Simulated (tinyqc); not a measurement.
Silicon n-p-n transistor, Gummel numbers and transit times: one step of the calculation.

One-dimensional n-p-n transistor in the forward active mode at low injection. In the base p(x) = NB exp(-eta x/wb) and ni(x)^2 = ni^2 exp((g0 + g1 x/wb)/Vt); electrons leave the base at vsat; band spikes at the emitter junction and recombination inside the emitter are ignored.

Question. Base Gummel number and transit time. f(x) = p(x) ni^2/ni(x)^2; I(x) = integral from x to wb of f/Dn, plus f(wb)/vsat; base Gummel number GB = I(0); electron density per unit flux n/(J/q) = I/f; base transit time tauB = integral of I/f over the base. Trapezoid rule on 12 equal steps.

Inputs (values chosen for the exercise); band and dielectric values close to those of silicon: temperature T = 300 K; saturation velocity vsat = 9.97e6 cm/s; neutral base width wb = 160 nm; base doping at the emitter edge NB = 1.2e18 cm^-3; doping falls as exp(-eta x/wb) eta = 0; gap reduction at the emitter edge of the base g0 = 0 eV; further gap reduction across the base (linear) g1 = 0 eV; electron diffusion coefficient in the base Dn = 4 cm^2/s.

Constants: q = 1.602176634e-19 C, kB = 1.380649e-23 J/K, Vt = kB T/q. Results are converted to the units shown.

Find: x; f; I; I/f; GB; tauB.

Answer.

```
point,x (nm),f (cm^-3),I (s/cm^4),I/f (s/cm)
0,0.0,1.200e18,4.920e12,4.100e-6
1,13.3,1.200e18,4.520e12,3.767e-6
2,26.7,1.200e18,4.120e12,3.434e-6
3,40.0,1.200e18,3.720e12,3.100e-6
4,53.3,1.200e18,3.320e12,2.767e-6
5,66.7,1.200e18,2.920e12,2.434e-6
6,80.0,1.200e18,2.520e12,2.100e-6
7,93.3,1.200e18,2.120e12,1.767e-6
8,106.7,1.200e18,1.720e12,1.434e-6
9,120.0,1.200e18,1.320e12,1.100e-6
10,133.3,1.200e18,9.204e11,7.670e-7
11,146.7,1.200e18,5.204e11,4.336e-7
12,160.0,1.200e18,1.204e11,1.003e-7
```

GB = 4.920e12 s/cm^4
tauB = 33.60 ps

Range of the model: Heavy doping makes emitter or base degenerate; gE and g0 are to be read as apparent gap changes that include this.

Program tinyqc, `OMP_NUM_THREADS=1 python tinyqc.py 2320018 2320019 out.jsonl`; Intel Xeon 2.30GHz, shared host, one thread, about 0.01 s.
